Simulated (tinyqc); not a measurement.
Inside a calculation. Model: Schottky emission and Poole-Frenkel conduction in an insulator, and how to tell them apart.

tinyqc, about 0.01 s, one thread, Intel Xeon 2.30GHz (shared host): `OMP_NUM_THREADS=1 python tinyqc.py 2370152 2370153 out.jsonl` Printed values are rounded.

Schottky emission (electrode-limited): J = As T^2 exp[-(pb - b sqrt(F))/Vt], b = sqrt(q/(4 pi eps0 ei)). Poole-Frenkel emission (bulk-limited): J = s0 F exp[-(pt - 2 b sqrt(F))/Vt]. F in V/cm.

Parameters, values chosen for the exercise; dielectric values close to those of silicon nitride:
- T = 350 K (temperature)
- ei = 4.31 (high-frequency relative permittivity)
- es = 7.35 (static relative permittivity)
- pt = 1.14 eV (trap depth)
- s0 = 4.8 S/cm (Poole-Frenkel prefactor)
- pb = 1 eV (electrode barrier)
- As = 26 A/(cm^2 K^2) (Richardson constant)
- F = 0.8 MV/cm (field)

Constants: q = 1.602176634e-19 C, kB = 1.380649e-23 J/K, Vt = kB T/q, eps0 = 8.8541878128e-14 F/cm where lengths are in cm. Results are converted to the units shown.

## Both currents at one field

Lowerings b sqrt(F) and 2 b sqrt(F); the image-force maximum lies at sqrt(q/(16 pi eps0 ei F)) from the electrode.

Schottky lowering = 163.487 meV
position of the barrier top = 1.02179 nm
Poole-Frenkel lowering = 326.973 meV
J, Schottky = 2.86977e-6 A/cm^2
J, Poole-Frenkel = 7.53810e-6 A/cm^2

Injection and bulk transport act in series, so the smaller capacity limits the current: here the electrode, by a factor of 2.63.

## Which mechanism made these data

```
point,F (MV/cm),J (A/cm^2)
0,1.12,2.712e-7
1,1.97,2.198e-6
2,2.81,1.148e-5
3,3.66,4.82e-5
4,4.5,0.0001702
```

The data come from another sample of the same dielectric, in which one mechanism alone limits the current. Fit straight lines by least squares: ln J on sqrt(F) (Schottky plot, slope b/Vt) and ln(J/F) on sqrt(F) (Poole-Frenkel plot, slope 2 b/Vt), F in V/cm, and read a permittivity from each slope. The right mechanism gives a value near ei, and in any case between ei and es.

slope of the Schottky plot = 0.00606000 (cm/V)^0.5
permittivity read as Schottky = 4.31047
slope of the Poole-Frenkel plot = 0.00475614 (cm/V)^0.5
permittivity read as Poole-Frenkel = 27.9911

Both plots are nearly straight, so straightness decides nothing. Read as Schottky the data give 4.31, which matches ei = 4.31; read as Poole-Frenkel they give 28.0, above even the static value 7.35. The data were made by Schottky emission.
